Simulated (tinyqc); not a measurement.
Worked calculation: LCCD on RHF in the 6-311g basis, for H-, spin multiplicity 1. The basis has no diffuse functions, so it cannot describe the extra electron: this is an exercise in the method, not the real anion. One step of it, computed by the program tinyqc.

Problem. LCCD: starting amplitudes. t_ij^ab = <ij||ab> / (e_i + e_j - e_a - e_b), whose energy is MP2.

orbital energies (hartree): MO1 -0.003713, MO2 0.739018, MO3 2.967567

Two-electron integrals over orbitals (pq|rs), unique and non-zero (hartree):
```
(11|11) 0.459245    (21|11) 0.131518    (21|21) 0.102796    (22|11) 0.420424
(22|21) 0.120042    (22|22) 0.396446    (31|11) -0.034441   (31|21) -0.050137
(31|22) -0.050440   (31|31) 0.077965    (32|11) -0.099218   (32|21) -0.084884
(32|22) -0.101309   (32|31) 0.082157    (32|32) 0.106288    (33|11) 0.585452
(33|21) 0.253060    (33|22) 0.554751    (33|31) -0.175866   (33|32) -0.271735
(33|33) 1.026164
```

Give: Starting amplitudes; correlation energy.

Solution.

Starting amplitudes (spin orbitals 1a, 1b, ...; amplitudes related by a flip of all spins are not repeated):
```
from      to        t
1a 1b  2a 2b  -0.0692
1a 1b  2a 3b   0.0135
1a 1b  3a 3b  -0.0131
```

correlation energy = -0.009490 hartree
